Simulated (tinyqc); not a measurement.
Worked calculation: Hubbard chain of 3 sites. Computed by tinyqc, a small Python program that keeps every step. Settings: hopping = 0.89, U = 9.1, mixing = 0.5, iteration cap = 85. Command: `OMP_NUM_THREADS=1 python tinyqc.py 24969 24970 out.jsonl` (the two numbers bound the seeds that draw the settings). One thread of a shared host (Intel(R) Xeon(R) Processor @ 2.60GHz), about 0.3 s of CPU time with the checks.

one-body matrix (hopping and site energies) (eV), lower triangle:
```
           1          2         3
1   0.000000
2  -0.890000   0.000000
3   0.000000  -0.890000  0.000000
```

U = 9.100000 eV

electrons, up and down: 1  1

n(up) at the start (a guess, not normalised): 1 0.383000, 2 0.283000, 3 0.383000

n(down) at the start (a guess): 1 0.283000, 2 0.383000, 3 0.283000

Each step fills the lowest levels of T + U n(other spin) and sets n(new) = n + mixing (n(out) - n); stop when output and input agree to 1e-8.

Course of the cycle:
```
iteration       E (eV)  largest |n(out) - n(in)|  mean |n_up - n_down|
1           0.65072894                  2.87e-01              0.226644
2           0.22969463                  1.75e-01              0.308121
3          -0.14728891                  2.11e-01              0.440752
4          -0.37280505                  1.75e-01              0.518652
5          -0.46736930                  1.31e-01              0.561270
6          -0.49903628                  8.74e-02              0.582148
7          -0.50909252                  5.48e-02              0.592673
8          -0.51230419                  3.33e-02              0.598223
9          -0.51334562                  1.98e-02              0.601253
10         -0.51368758                  1.17e-02              0.602946
11         -0.51380081                  6.86e-03              0.603905
...                ...                       ...                   ...
75         -1.11815550                  1.72e-02              0.631187
76         -1.11861913                  1.43e-02              0.630071
77         -1.11895804                  1.20e-02              0.629098
78         -1.11920887                  1.02e-02              0.628248
79         -1.11939650                  8.69e-03              0.627502
80         -1.11953815                  7.47e-03              0.626847
81         -1.11964596                  6.46e-03              0.626269
82         -1.11972858                  5.61e-03              0.625758
83         -1.11979228                  4.89e-03              0.625307
84         -1.11984167                  4.28e-03              0.624906
85         -1.11988013                  3.76e-03              0.624551
```

Can the last value be used, and what does the course show?

Not by the stop rule. Not converged within 85 iterations: the residual falls steadily but slowly, by a factor of about 0.86 a step. The lowest mean-field energy found from random starts is -1.12002 eV. Reruns (cap 100 unless said): mixing 0.2: not converged; mixing 0.9: converged in 16 to a higher stationary point (E = -0.51386); the original settings with a cap of 400: converged in 205 (E = -1.12002).
